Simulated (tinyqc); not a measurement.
# Worked calculation: thin film between two gates, subbands and threshold shift from confinement

Numbers from tinyqc (`OMP_NUM_THREADS=1 python tinyqc.py 2350083 2350084 out.jsonl`; about 0.05 s on one thread of a shared Intel Xeon 2.30GHz). Printed values are rounded.

Undoped body with a flat potential across it, hard walls, transport along x. Three valley pairs (g = 2 each) with the longitudinal mass along x, y or z. Non-parabolicity enters the subband edges through E (1 + al E) = gamma, so E = 2 gamma/(1 + sqrt(1 + 4 al gamma)); motion within a subband is taken as parabolic with the band-edge mass. Energies are counted from the bulk band edge.

Values chosen for this exercise; masses close to those of silicon:
```
symbol  value  unit                                                meaning
T         300     K                                            temperature
ml      0.934    m0                                      longitudinal mass
mt       0.19    m0                                        transverse mass
al          0  1/eV                                       non-parabolicity
t         3.1    nm                               film thickness (along z)
dl        0.3    nm  widening of the box by penetration into the insulator
```

Constants: q = 1.602176634e-19 C, kB = 1.380649e-23 J/K, hbar = 1.054571817e-34 J s, m0 = 9.1093837015e-31 kg, Vt = kB T/q, hbar^2/(2 m0) = 0.0380998212 eV nm^2. Results are converted to the units shown.

## Lowest subbands

gamma = C (pi k/(t + dl))^2/mz, C = hbar^2/(2 m0). List the 5 lowest, labelled by valley axis and quantum numbers, with degeneracy g and N_k: N_k = g sqrt(mx my) m0 kB T/(pi hbar^2).

```
subband   E_k (eV)  g  N_k (cm^-2)
z1       0.0348272  2   4.10369e12
z2        0.139309  2   4.10369e12
x1        0.171203  2   9.09854e12
y1        0.171203  2   9.09854e12
z3        0.313444  2   4.10369e12
```

## Threshold shift

Each subband has N_k = g sqrt(mx my) m0 kB T/(pi hbar^2); without degeneracy n = exp(EF/Vt) sum N_k exp(-E_k/Vt). Classical value Nc times t, Nc = sum over valleys of 2 g (m m0 kB T/(2 pi hbar^2))^1.5 with m = (mx my mz)^(1/3). Threshold shift dVT = Vt ln(classical value/sum N_k exp(-E_k/Vt)). Use the subbands listed.

shares, subband z1 to z3 (%): 96.1279  1.6890  1.0905  1.0905  0.0020
sum N_k exp(-E_k/Vt) = 1.10983e12 cm^-2
Nc = 2.76471e19 cm^-3
classical value = 8.57062e12 cm^-2
dVT = 52.8450 mV

With all subbands dVT = 52.85 mV. The lowest edge lies at 34.8 meV; dVT is larger than that, since sum N_k exp(-(E_k - E_1)/Vt) falls short of the classical value.
